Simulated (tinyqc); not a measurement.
## Gap voltage and exponent from three temperatures

Question. At constant current VBE(T) = Vg0 - a T - eta (kB T/q) ln T, where a is a constant. Find Vg0, eta and dVBE/dT at the middle temperature.

Constants: q = 1.602176634e-19 C, kB = 1.380649e-23 J/K. Results are converted to the units shown.

T (K): 233  253  330
VBE at a constant current (V): 0.8315319886  0.7980290642  0.6653538929

Answer. The relation is linear in Vg0, a and eta, so three points give a linear system; the slope is (VBE - Vg0 - eta kB T/q)/T. eta rests on the curvature of VBE(T) alone, so real fits need accuracy of some tens of microvolts or better.

Vg0 = 1.16 V
eta = 3.10
dVBE/dT = -1.69 mV/K

Numbers from tinyqc (`OMP_NUM_THREADS=1 python tinyqc.py 2062032 2062033 out.jsonl`; about 0.02 s on one thread of a shared Intel Xeon 2.30GHz).
